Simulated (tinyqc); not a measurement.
The 3-omega method: a line heater on a substrate with a thin film. From one set of inputs to another, one input at a time. Computed by tinyqc, a small Python program. Command: `OMP_NUM_THREADS=1 python tinyqc.py 3008149 3008150 out.jsonl threeomega ladder`. One thread of a shared host (Intel(R) Xeon(R) Processor @ 2.30GHz), about 0.01 s of CPU time with the checks.

A current at angular frequency omega = 2 pi f heats the line at 2 omega with the amplitude P per length; the temperature swing Delta T at 2 omega gives a voltage at 3 omega. The substrate is taken as semi-infinite and isotropic, and the heat capacity of heater and film is left out.

The inputs printed are set A. Set A is modelled on a silicon-germanium alloy on silica; the values taken over come from a set modelled on a low-k dielectric on gallium nitride. Inputs not listed in the table keep their values of set A, so the rows need not describe a real material.

Inputs (values chosen for the exercise, modelled on a silicon-germanium alloy on silica):
```
quantity                                    value           unit
substrate conductivity kappa                 1.45        W/(m K)
substrate heat capacity C                    1.67  1e6 J/(m^3 K)
heater half-width b                           2.8     micrometre
power amplitude per length P                 0.51            W/m
current frequency f                           110             Hz
film thickness t                              420             nm
film conductivity kappa_f                       4        W/(m K)
interface resistance R_i                      9.8       m^2 K/GW
substrate thickness d_s                       380     micrometre
temperature coefficient of resistance beta    2.7         1e-3/K
voltage amplitude V_1                         2.9              V
```

Method:
- D = kappa/C; q = sqrt(2 i omega/D); penetration depth 1/|q| = sqrt(D/(2 omega)).
- Delta T_s = (P/(pi kappa)) int_0^infinity (sin x/x)^2 / sqrt(x^2 + (q b)^2) dx with (q b)^2 = i |q b|^2, averaged over the heater width (12 Gauss-Legendre points on each of the pieces 0, 14 log-spaced edges from 1e-5 to 1, and multiples of pi to 40 pi; the tail adds 1/(4 (40 pi)^2)).
- For |q| b much below 1: Delta T_s = (P/(pi kappa)) [-ln(|q| b) + eta - i pi/4], eta = 3/2 - C_E = 0.92278, with Euler's C_E = 0.5772157.
- One-dimensional flow across the film: Delta T_f = P (t/kappa_f + R_i)/(2 b); total in-phase swing Delta T = Delta T_s + Delta T_f; third-harmonic amplitude V_3 = V_1 beta |Delta T|/2 with the out-of-phase part included; the apparent film conductivity is t/(t/kappa_f + R_i).

Each row keeps all changes above it:
```
input moved                                from    to  V_3 (mV)  apparent film conductivity (W/(m K))  film share of the in-phase swing
set A                                         -     -      1.45                                3.6585                           0.02910
power amplitude per length P (W/m)         0.51    34     96.51                                3.6585                           0.02910
film conductivity kappa_f (W/(m K))           4  0.33    123.65                                0.3275                           0.25082
substrate conductivity kappa (W/(m K))     1.45   190     31.72                                0.3275                           0.96097
substrate heat capacity C (1e6 J/(m^3 K))  1.67  3.01     31.66                                0.3275                           0.96296
heater half-width b (micrometre)            2.8    16      6.12                                0.3275                           0.87188
current frequency f (Hz)                    110    26      6.28                                0.3275                           0.84957
film thickness t (nm)                       420   360      5.53                                0.3271                           0.82897
```

Which inputs carry the difference?

V_3 goes from 1.45 to 5.53, a factor 3.82 in all. The largest single move comes from power amplitude per length P (a factor 66.7), and heater half-width b works against it (a factor 0.193). Apparent film conductivity goes from 3.66 to 0.327, a factor 0.0894 in all. The largest single move comes from film conductivity kappa_f (a factor 0.0895). Film share of the in-phase swing goes from 0.0291 to 0.829, a factor 28.5 in all. The largest single move comes from film conductivity kappa_f (a factor 8.62). The single moves hold for this order of the switches; the total does not depend on the order.

Caution (rows set A, power amplitude per length P, film conductivity kappa_f): the film does not conduct much worse than the substrate, so heat spreads in it and the one-dimensional step is only approximate, and wrong once kappa_f nears or exceeds kappa. Caution (rows substrate conductivity kappa, substrate heat capacity C, heater half-width b, current frequency f, film thickness t): the penetration depth exceeds a fifth of the substrate thickness, so the back face is felt and the semi-infinite formula fails.

Extremes, crossings and ranges named in words are read from the listed rows.
